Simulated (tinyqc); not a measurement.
Coupled-perturbed Hartree-Fock on RHF in the sto-3g basis, for BeH2, spin multiplicity 1, step by step. One step of it, computed by the program tinyqc.

Question. Response to a field: uncoupled start. Field along y; U_ai = -mu_ai / (e_a - e_i), alpha = -4 sum U_ai mu_ai.

orbital energies (hartree): MO1 -4.536492, MO2 -0.410181, MO3 -0.366121, MO4 0.213541, MO5 0.213541, MO6 0.336352, MO7 0.664531

dipole integrals <a|y|i> (bohr):
```
,i1,i2,i3
a4,0.000000,0.000000,0.000000
a5,0.000000,0.000000,0.000000
a6,-0.003162,-0.062458,-1.409264
a7,0.135872,-0.714040,0.022250
```

Give: uncoupled U; uncoupled polarisability.

Answer.

uncoupled U:
```
,i1,i2,i3
a4,0.000,0.000,0.000
a5,0.000,0.000,0.000
a6,0.001,0.084,2.006
a7,-0.026,0.664,-0.022
```

uncoupled polarisability = 13.243 bohr^3
